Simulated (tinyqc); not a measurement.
Square on-chip spiral inductor, lumped pi model: effect of the line width.

Outer diameter do = di + 2 n wd + 2 (n - 1) sp, mean da = (do + di)/2, fill p = (do - di)/(do + di), length l = 4 n da. L = 2.34 mu0 n^2 da/(1 + 2.75 p), mu0 = 4 pi 1e-7 H/m. Rs = rho l/(wd delta (1 - exp(-th/delta))), delta = sqrt(rho/(pi f mu0)). Cs = n wd^2 eps0 eo/hu across the coil. At each end Cox = l wd eps0 eo/(2 ho) leads to the substrate branch Rsi = 2 rs he/(l wd) in parallel with Csi = l wd eps0 11.7/(2 he). With one end grounded Y = 1/(Rs + i w L) + i w Cs + 1/[1/(i w Cox) + 1/(1/Rsi + i w Csi)], w = 2 pi f; Q = -Im Y/Re Y. Eddy currents in neighbouring turns and in the substrate are left out.

Peak Q and its frequency from a search over f; self-resonance where Im Y = 0; Q at the given f (negative beyond resonance).

Parameters, values chosen for the exercise; values of the order met in silicon radio-frequency processes: number of turns n = 6.5; space between turns sp = 2 um; inner diameter di = 80 um; metal thickness th = 4 um; metal resistivity rho = 3 uohm cm; oxide below the coil ho = 3 um; oxide between coil and underpass hu = 1.5 um; relative permittivity of the oxide eo = 3; substrate resistivity rs = 1000 ohm cm; effective spreading depth in the substrate he = 80 um; frequency f = 5 GHz.

Constants: eps0 = 8.8541878128e-12 F/m. Results are converted to the units shown.

Effect of the line width:

| wd (um) | L (nH) | do (um) | peak Q | f of the peak (GHz) | self-resonance (GHz) | Q at f |
|---|---|---|---|---|---|---|
| 2 | 7.904 | 128.0 | 9.653 | 13.29 | 30.15 | 7.018 |
| 4 | 7.775 | 154.0 | 13.13 | 8.442 | 19.32 | 11.62 |
| 6 | 7.849 | 180.0 | 15.00 | 6.240 | 14.38 | 14.59 |
| 9 | 8.152 | 219.0 | 16.47 | 4.446 | 10.33 | 16.30 |
| 13 | 8.734 | 271.0 | 17.29 | 3.144 | 7.398 | 13.53 |
| 18 | 9.598 | 336.0 | 17.48 | 2.234 | 5.346 | 3.194 |
| 25 | 10.93 | 427.0 | 17.08 | 1.525 | 3.747 | -16.83 |

As wd goes from 2 to 25, L goes from 7.90 through a minimum of 7.77 (at wd = 4 among the rows listed) to 10.9 nH, the peak Q goes from 9.65 through a maximum of 17.5 (at wd = 18 among the rows listed) to 17.1, its frequency falls from 13.3 to 1.52 GHz and the self-resonance falls from 30.1 to 3.75 GHz.

Program tinyqc, `OMP_NUM_THREADS=1 python tinyqc.py 2302234 2302235 out.jsonl`; Intel Xeon 2.30GHz, shared host, one thread, about 0.01 s.
